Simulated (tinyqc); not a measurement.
# Resonant-tunnelling diode, transfer matrices and Tsu-Esaki current: current against voltage

Emitter (band edge 0), barrier d1, well Lw, barrier d2, spacer ds, collector (edge -V). The bias drops linearly over these layers and none in the contacts; each layer is cut into ns equal slices, flat at the value of their centres. E is the energy of motion across the layers, C = hbar^2/(2 m0), psi and psi'/m are continuous. Transport is coherent, T(E) is taken as independent of the transverse momentum, and charge in the well is ignored.

For the pair (psi, psi'/m) a flat layer has M = [[cos kd, (m/k) sin kd], [-(k/m) sin kd, cos kd]] with k = sqrt(m (E - U)/C) above its edge U, and M = [[cosh Kd, (m/K) sinh Kd], [(K/m) sinh Kd, cosh Kd]] with K = sqrt(m (U - E)/C) below it. Later slices stand to the left. With M acting on (psi, psi'/m) and v = k/m in each lead, T(E) = 4 vL vR/[(vL vR M12 - M21)^2 + (vR M11 + vL M22)^2]. J = J0 times the integral over E > 0 of T(E) N(E), N = ln[(1 + exp((Ef - E)/Vt))/(1 + exp((Ef - V - E)/Vt))], J0 = q^2 mw m0 kB T/(2 pi^2 hbar^3) (times 1e-4 for A/cm^2 per eV). The integral is converged to the digits shown.

Inputs (values chosen for the exercise); masses and offsets of a made-up heterostructure: temperature T = 77 K; mass in the well, spacer and contacts mw = 0.26 m0; barrier height U1 = 1 eV; barrier mass m1 = 0.49 m0; emitter barrier d1 = 0.8 nm; well width Lw = 1.2 nm; collector barrier d2 = 0.8 nm; slices in each layer ns = 1; undoped spacer after the collector barrier ds = 3.8 nm; Fermi energy of both contacts above their band edges Ef = 0.16 eV.

Constants: q = 1.602176634e-19 C, kB = 1.380649e-23 J/K, hbar = 1.054571817e-34 J s, m0 = 9.1093837015e-31 kg, Vt = kB T/q, hbar^2/(2 m0) = 0.0380998212 eV nm^2. Results are converted to the units shown.

Current against voltage:

| V (V) | J (kA/cm^2) |
|---|---|
| 0.138 | 1.562 |
| 0.358 | 6.130 |
| 0.578 | 82.49 |
| 0.797 | 1175 |
| 1.017 | 2147 |
| 1.237 | 2103 |
| 1.457 | 91.71 |
| 1.677 | 51.11 |
| 1.897 | 38.08 |
| 2.117 | 29.73 |
| 2.337 | 31.45 |
| 2.557 | 43.89 |

What does the table show?

Among the rows the current peaks at 2150 kA/cm^2 at V = 1.017 V and falls to 29.7 kA/cm^2 at 2.117 V, a ratio of 72.2. At zero bias the resonance lies at 0.292 eV and the centre of the well takes the share 0.212 of the bias, so the level should reach the emitter band edge near V = 1.38 V; beyond that only the tail of the broadened level (width 5.99 meV at zero bias) and off-resonant tunnelling carry current. Without scattering and space charge the valley comes out far lower than in a real diode. In 10 of the 12 rows the bias alone exceeds 0.4 V, so electrons enter the collector far above its band edge, where real bands are no longer parabolic.

Program tinyqc, `OMP_NUM_THREADS=1 python tinyqc.py 2600030 2600031 out.jsonl`; Intel Xeon 2.30GHz, shared host, one thread, about 0.04 s.
